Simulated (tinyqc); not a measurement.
Width of the well: polar nitride quantum well with polarisation fields.

Growth along [0001]. e_par = (a_sub - a)/a, Ppz = 2 e_par (e31 - e33 C13/C33), P = Psp + Ppz in each layer; strain relaxation and the strain shift of the gaps are left out, although thick layers with more than about 1 % mismatch would relax.

In a periodic stack without free charge the potential drop over a period vanishes: F_w = (P_b - P_w) Lb/(eps0 (eps_w Lb + eps_b Lw)), F_b = -F_w Lw/Lb, eps0 = 8.8541878e-12 F/m; 1 MV/cm = 1e8 V/m = 0.01 V/angstrom.

Envelope functions on cells of 0.25 angstrom over barrier, well, barrier (widths Lb, Lw, Lb), psi = 0 beyond, psi'/m continuous (mean mass between points), c = hbar^2/2m0. With u(z) the integral of e F (F_w in the well, F_b = -F_w Lw/Lb in the barriers, 1 MV/cm = 0.01 V/angstrom), zero at the centre of the well, the electron sees u plus Vc in the barriers and the hole -u plus Vv. The transition is Eg + E_e + E_h; excitons are left out.

Constants: hbar^2/2m0 = 3.80998211 eV angstrom^2; hc = 1239.841984 eV nm.

Inputs chosen for the exercise (near those of an InGaN well in GaN; the results hold for these values, not for the real material):
- a_w = 3.242 angstrom (lattice constant a, well)
- a_b = 3.189 angstrom (lattice constant a, barrier)
- a_sub = 3.189 angstrom (in-plane lattice constant of the stack)
- Psp_w = -0.0298 C/m^2 (spontaneous polarisation)
- Psp_b = -0.0329 C/m^2 (spontaneous polarisation)
- e31_w = -0.355 C/m^2
- e31_b = -0.341 C/m^2
- e33_w = 0.669 C/m^2
- e33_b = 0.657 C/m^2
- C_w = 0.282 (C13/C33)
- C_b = 0.262 (C13/C33)
- eps_w = 10.7 (dielectric constant)
- eps_b = 10.5 (dielectric constant)
- Lb = 100 angstrom (barrier width)
- Eg = 2.849 eV (gap of the well)
- Vc = 0.402 eV (conduction offset)
- Vv = 0.189 eV (valence offset)
- me = 0.181 m0 (electron, well)
- meb = 0.2 m0 (electron, barrier)
- mh = 1.21 m0 (hole, everywhere)
- Ls = (10, 14, 20, 28, 38, 50) angstrom (well widths)

Field, levels and overlap anew for each width.

Results:
```
Lw (angstrom)  F_w (MV/cm)  E (eV)  E without field (eV)  overlap^2  ln overlap^2
10                  -2.007  3.1746                3.2110      0.659         -0.42
14                  -1.937  3.0708                3.1288      0.579         -0.55
20                  -1.842  2.9446                3.0458      0.381         -0.96
28                  -1.729  2.8088                2.9806      0.156         -1.86
38                  -1.605  2.6673                2.9358     0.0333         -3.40
50                  -1.478  2.5225                2.9066    0.00320         -5.74
```

What does the comparison show, and why?

The red shift grows from 36 to 384 meV. The line drops below Eg between 20 and 28 angstrom, which a square well can never do. Over the last two rows dE/dLw = -12.1 meV per angstrom, against -|e F_w| = -14.8 in the last row; the field itself weakens by 26 % over the table, since a wider well shares the drop with the barrier. The overlap falls by a factor 206.

Run: tinyqc, `OMP_NUM_THREADS=1 python tinyqc.py 1250339 1250340 out.jsonl`; Intel(R) Xeon(R) Processor @ 2.30GHz, one thread, shared host; about 0.1 s of CPU time with all checks.
